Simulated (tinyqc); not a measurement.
Changing the liner thickness t: size effects in the resistivity of thin metal films and interconnect lines. Computed by tinyqc, a small Python program. Command: `OMP_NUM_THREADS=1 python tinyqc.py 3025511 3025512 out.jsonl size sweep`. One thread of a shared host (Intel(R) Xeon(R) Processor @ 2.30GHz), about 0.01 s of CPU time with the checks.

Electrons lose their drift at surfaces (a share 1 - p of the hits) and at grain boundaries (reflection R), besides bulk scattering. The line sits in a trench with a non-conducting liner on both walls and the bottom; the spacing equals the drawn width.

Inputs (values chosen for the exercise, modelled on nickel): bulk resistivity rho_b = 6.73 microohm cm; bulk mean free path lambda = 5.72 nm; specularity p = 0; grain-boundary reflection R = 0.1; drawn line width w = 150 nm; grain size over metal width = 1.3; aspect ratio (height over width) = 1.4; line length = 1.8 micrometre; permittivity of the dielectric k = 3.5.

Geometry: line.

Constants: eps_0 = 8.8541878128e-12 F/m.

Method:
- Metal width w_m = w - 2t, height h_m = (aspect ratio) w - t, grain size D = (ratio) w_m.
- Mayadas-Shatzkes: alpha = (lambda/D) R/(1 - R); rho_b/rho = 1 - 3 alpha/2 + 3 alpha^2 - 3 alpha^3 ln(1 + 1/alpha).
- Fuchs-Sondheimer film: rho_b/rho = 1 - (3/(2 kappa))(1 - p) int_0^1 (s - s^3)(1 - exp(-kappa/s))/(1 - p exp(-kappa/s)) ds, f = rho/rho_b, kappa = thickness/lambda, 80 Gauss-Legendre points.
- Line: the excess of a film of thickness w_m and of a film of thickness h_m are added, rho/rho_b = 1 + (f(w_m) - 1) + (f(h_m) - 1), an estimate that holds best when both sides exceed lambda.
- Total: rho = rho_b [1 + surface excess + grain excess]; resistance per length rho/(w_m h_m); capacitance per length C = 2 k eps_0 (aspect ratio + 1/2), a parallel-plate estimate for two neighbours plus a fixed term for the planes above and below; delay 0.38 R C L^2; effective resistivity per drawn area.

One run for each value; columns: (1) liner thickness t (nm); (2) resistance per length (ohm/micrometre); (3) share of the trench filled by metal (%); (4) resistivity rho (microohm cm):
```
(1)      (2)     (3)     (4)
0.20  2.2081  99.638  6.9304
0.74  2.2303  98.664  6.9315
1.30  2.2536  97.658  6.9327
1.80  2.2748  96.763  6.9338
2.40  2.3007  95.694  6.9351
2.90  2.3226  94.806  6.9362
3.50  2.3494  93.744  6.9376
4.00  2.3721  92.863  6.9387
```

Over the rows, resistance per length (ohm/micrometre) rises from 2.21 to 2.37 (exponent d ln y / d ln x 0.0076 between the first rows and 0.072 between the last); share of the trench filled by metal (%) falls from 99.6 to 92.9 (exponent d ln y / d ln x -0.0075 between the first rows and -0.071 between the last); resistivity rho (microohm cm) rises from 6.9304 to 6.9387 (exponent d ln y / d ln x 1.3e-4 between the first rows and 0.0012 between the last). A thicker liner costs twice: less area, and a narrower core with more surface and grain scattering.

Extremes, crossings and ranges named in words are read from the listed rows.
